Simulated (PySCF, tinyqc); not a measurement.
Worked calculation: CISD on RHF in the 6-311g basis, for H2, spin multiplicity 1. The lowest restricted solution is unstable here: a spin-polarised one lies 0.0011 hartree lower (PySCF). One step of it, computed by the program tinyqc.

Problem. CISD: roots. Diagonalise (each vector has its largest component positive (the first on a tie)); all determinants have Ms = 0, so triplets appear too. The lowest singlet root is the correlation energy.

Occupation strings over the orbitals (2 doubly, a alpha, b beta, 0 empty; spin orbitals ordered 1a 1b 2a 2b ...): 200000 a0b000 a0000b b0a000 b0000a 020000 0a0b00 0a00b0 002000 00a00b 0b0a00 000200 000ab0 0b00a0 000ba0 000020 00b00a 000002

H - E(HF) between determinants (hartree), lower triangle:
```
,200000,a0b000,a0000b,b0a000,b0000a,020000,0a0b00,0a00b0,002000,00a00b,0b0a00,000200,000ab0,0b00a0,000ba0,000020,00b00a,000002
200000,0.000000
a0b000,0.000000,0.537084
a0000b,0.000000,-0.042384,2.602261
b0a000,0.000000,-0.051581,-0.030063,0.537084
b0000a,0.000000,-0.030063,-0.062653,-0.042384,2.602261
020000,0.099394,-0.004891,-0.027902,0.004891,0.027902,0.616832
0a0b00,-0.077829,0.070374,0.049649,-0.025136,-0.036410,0.115361,0.966982
0a00b0,-0.027433,0.037172,0.143652,-0.023030,-0.044206,0.029455,-0.113065,2.798158
002000,0.051581,0.066634,-0.031627,-0.066634,0.031627,0.024959,0.002767,-0.016290,1.175744
00a00b,0.030063,-0.031627,-0.030429,-0.025954,0.037796,0.015728,-0.025480,-0.034340,-0.084913,3.109142
0b0a00,0.077829,-0.025136,-0.036410,0.070374,0.049649,-0.115361,-0.071422,-0.022292,-0.002767,0.024451,0.966982
000200,0.080672,-0.051519,-0.059812,0.051519,0.059812,0.071422,0.098916,-0.056573,0.057176,0.035593,-0.098916,1.334315
000ab0,0.043409,-0.042833,-0.139075,0.025228,0.057955,0.022292,-0.056573,0.031551,0.025443,0.104888,-0.007647,-0.089749,3.185273
0b00a0,0.027433,-0.023030,-0.044206,0.037172,0.143652,-0.029455,-0.022292,-0.037753,0.016290,0.027847,-0.113065,0.056573,0.044086,2.798158
000ba0,-0.043409,0.025228,0.057955,-0.042833,-0.139075,-0.022292,-0.007647,0.044086,-0.025443,-0.042905,-0.056573,0.089749,-0.072588,0.031551,3.185273
000020,0.059954,-0.036600,-0.106312,0.036600,0.106312,0.037753,-0.044086,-0.038791,0.030256,0.090511,0.044086,0.072588,-0.003960,0.038791,0.003960,5.160651
00b00a,-0.030063,-0.025954,0.037796,-0.031627,-0.030429,-0.015728,0.024451,0.027847,0.084913,-0.032564,-0.025480,-0.035593,-0.042905,-0.034340,0.104888,-0.090511,3.109142
000002,0.062653,-0.037796,-0.071171,0.037796,0.071171,0.035206,-0.045948,-0.088062,0.032564,0.003634,0.045948,0.067146,0.132719,0.088062,-0.132719,0.312583,-0.003634,5.311521
```

Give: lowest roots of this matrix, relative to E(HF); lowest vectors; <S^2> of these roots; weight of the ground state by excitation level 0, 1, 2, ....

Solution.

lowest roots of this matrix, relative to E(HF) (hartree): -0.0431  0.4762  0.5221  0.5972  0.8893  1.0444  1.1705  1.4081

lowest vectors:
```
,root 1,root 2,root 3,root 4
200000,0.9720,0.0000,0.1410,0.1488
a0b000,-0.0211,0.7019,0.5877,-0.3358
a0000b,-0.0091,0.0257,0.0202,0.0081
b0a000,0.0211,0.7019,-0.5877,0.3358
b0000a,0.0091,0.0257,-0.0202,-0.0081
020000,-0.1725,0.0000,0.4132,0.8439
0a0b00,0.0964,-0.0793,-0.2042,-0.1034
0a00b0,0.0132,-0.0102,-0.0278,-0.0089
002000,-0.0329,0.0000,-0.1566,0.0433
00a00b,-0.0062,0.0153,-0.0138,-0.0047
0b0a00,-0.0964,-0.0793,0.2042,0.1034
000200,-0.0623,0.0000,0.0879,-0.1234
000ab0,-0.0120,0.0035,0.0118,-0.0232
0b00a0,-0.0132,-0.0102,0.0278,0.0089
000ba0,0.0120,0.0035,-0.0118,0.0232
000020,-0.0071,0.0000,0.0009,-0.0134
00b00a,0.0062,0.0153,0.0138,0.0047
000002,-0.0067,0.0000,-0.0008,-0.0121
```

<S^2> of these roots: 0.0000  2.0000  0.0000  0.0000  2.0000  0.0000  0.0000  0.0000

weight of the ground state by excitation level 0, 1, 2, ...: 0.9448  0.0011  0.0541
